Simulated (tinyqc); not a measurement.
Short-channel transistor, virtual-source model with series resistance: course of the iteration: current through the series resistance.

The current per gate width is the charge at the top of the source barrier (the virtual source) times its velocity times a saturation function; al and be are fitting constants of the model. Units: I in uA/um, Rs in ohm um, so I Rs = 1e-6 I Rs in volts; Q in uC/cm^2, so I = 1e-4 Q vx0 Fsat with vx0 in cm/s.

Intrinsic voltages Vg' = Vgs - I Rs, Vd' = Vds - 2 I Rs. n = n0 + nd Vd', VT = VT0 - dl Vd', Ff = 1/(1 + exp((Vg' - VT + al Vt/2)/(al Vt))), Q = Cinv n Vt ln(1 + exp((Vg' - VT + al Vt Ff)/(n Vt))), Vdsat = (vx0 L/mu)(1 - Ff) + Vt Ff, Fsat = u/(1 + u^be)^(1/be) with u = Vd'/Vdsat, and I(out) = Q vx0 Fsat per width. (Fsat takes the sign of u.) I(new) = I(out).

Stop when I changes by less than 1e-7 uA/um, or after 30 iterations.

Inputs (values chosen for the exercise): temperature T = 325 K; inversion capacitance Cinv = 1.12 uF/cm^2; velocity at the virtual source vx0 = 5.79e6 cm/s; apparent mobility mu = 120 cm^2/(V s); channel length L = 25 nm; threshold at zero drain voltage VT0 = 0.411 V; drain-induced barrier lowering dl = 0.098 V/V; subthreshold factor n0 = 1.47; growth of n with drain voltage nd = 0 1/V; threshold shift (in units of Vt) from weak to strong inversion al = 3.5; sharpness of saturation be = 2; series resistance of each contact Rs = 500 ohm um; gate voltage Vgs = 0.6 V; drain voltage Vds = 0.2 V.

Constants: q = 1.602176634e-19 C, kB = 1.380649e-23 J/K, Vt = kB T/q. Results are converted to the units shown.

I at the start = 0 uA/um

Course of the iteration:
```
iteration  I (uA/um)  |change| (uA/um)
1            121.265               121
2            57.1689              64.1
3            93.8816              36.7
4            73.9587              19.9
5            85.0760              11.1
6            78.9724              6.10
7            82.3528              3.38
8            80.4898              1.86
9            81.5193              1.03
...              ...               ...
22           81.1532           4.56e-4
23           81.1535           2.52e-4
24           81.1533           1.39e-4
25           81.1534           7.67e-5
26           81.1534           4.23e-5
27           81.1534           2.34e-5
28           81.1534           1.29e-5
29           81.1534           7.12e-6
30           81.1534           3.93e-6
```

Did this iteration meet its convergence test, and what does its course show?

No. Not converged within 30 iterations. The value swings about the solution and each change is still 0.55 times the one before. At the solution, 81.15 uA/um, the slope dI(out)/dI is -0.552, close to -1, so plain substitution closes in slowly. A rerun with Newton steps converges in 4 iterations.

Computed by the program tinyqc: `OMP_NUM_THREADS=1 python tinyqc.py 2380117 2380118 out.jsonl`, one thread of a shared Intel Xeon 2.30GHz, about 0.01 s for the whole run.
